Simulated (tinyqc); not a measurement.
Gate sweep: ballistic transport through the one-dimensional subbands of a rectangular nanowire or nanosheet channel. Computed by tinyqc, a small Python program. Command: `OMP_NUM_THREADS=1 python tinyqc.py 3027132 3027133 out.jsonl wire walk`. One thread of a shared host (Intel(R) Xeon(R) Processor @ 2.30GHz), about 0.02 s of CPU time with the checks.

Hard walls, parabolic subbands, transport along x. Energies are counted from the bulk conduction band edge at the top of the barrier, which the gate pulls down by U; the source Fermi level lies at the bulk edge when U = 0.

Inputs (values chosen for the exercise, modelled on GaAs):
```
quantity                      value  unit
mass m                        0.068   m_0
height a                        6.6    nm
width b                         7.6    nm
equivalent oxide thickness t    2.3    nm
drain voltage V_D              0.05     V
temperature T                   150     K
```

Valleys: single isotropic valley.

Constants: hbar^2/(2 m_0) = 3.80998212 eV angstrom^2; k_B = 8.617333262e-05 eV/K; m_0 = 9.1093837015e-31 kg; k_B = 1.380649e-23 J/K; hbar = 1.054571817e-34 J s; eps_0 = 8.8541878128e-12 F/m; e = 1.602176634e-19 C; h = 6.62607015e-34 J s.

Method:
- E_pq = (hbar^2 pi^2/2)(p^2/(m_y b^2) + q^2/(m_z a^2)); m_x = m_y = m_z = m, degeneracy g = 1; the 10 lowest subbands are kept.
- F_j(eta) = (1/Gamma(j + 1)) int_0^infinity x^j/(1 + exp(x - eta)) dx, F_0 = ln(1 + exp(eta)). Integrals over x = E/(k_B T) use 160 Gauss-Legendre points in u = sqrt(x) from 0 to sqrt(max(eta, 0) + 32).
- With degeneracy g = 1, eta_i = (U - E_i)/(k_B T) and u = e V_D/(k_B T): line density n = sum_i g sqrt(2 m_x k_B T/pi)/(2 hbar) [F_-1/2(eta_i) + F_-1/2(eta_i - u)]; gate: e n = C_ox (V_G - U/e), C_ox = 3.9 eps_0 2 (a + b)/t (flat-plate estimate); I = (2 e k_B T/h) sum_i g [F_0(eta_i) - F_0(eta_i - u)].
- Open modes are sum_i g/(1 + exp(-eta_i)). The last column is e dn/dV_G over C_ox, taken up to the next row.

Subbands:
```
valley axis  p  q  E (meV)  m_x (m_0)
-            1  1   222.69      0.068
-            2  1   509.90      0.068
-            1  2   603.53      0.068
-            2  2   890.75      0.068
-            3  1   988.59      0.068
-            1  3  1238.27      0.068
-            3  2  1369.44      0.068
-            2  3  1525.49      0.068
-            4  1  1658.76      0.068
-            3  3  2004.18      0.068
```

Against the gate voltage:
```
V_G (V)  U (meV)    n (1/nm)  I (microampere)  open modes    C_g/C_ox
-0.077    -77.00  3.7315e-12       8.3650e-11  8.5305e-11  3.2096e-08
0.023      23.00  8.5454e-09       1.9156e-07  1.9536e-07  2.3335e-04
0.140     139.97  7.2667e-05       1.6295e-03  1.6604e-03  1.8493e-01
0.270     245.93  6.4053e-02       1.8355e+00  8.5795e-01  4.4918e-01
0.370     301.01  1.8359e-01       3.7703e+00  9.9767e-01  3.6695e-01
0.500     383.31  3.1055e-01       3.8739e+00  1.0001e+00  2.8549e-01
0.640     483.34  4.1691e-01       3.9922e+00  1.1137e+00  4.7381e-01
0.800     567.53  6.1867e-01       7.3767e+00  2.0467e+00  5.8629e-01
0.970     637.86  8.8391e-01       1.0213e+01  2.9343e+00  5.8412e-01
1.200     733.52  1.2415e+00       1.1620e+01  3.0000e+00           -
```

Between the first two rows the current rises one decade per 30 mV, against the limit ln(10) k_B T/e = 30 mV. Above threshold C_g/C_ox lies between 0.29 and 0.59: the quantum capacitance in series costs much, since the density of states of these subbands is small. It dips where a subband has filled past its van Hove peak and recovers when the next one opens or the drain starts to fill the band. Caution: confinement energies this large call for non-parabolicity and barrier penetration, which lower the subbands and raise the mass.

Extremes, crossings and ranges named in words are read from the listed rows.
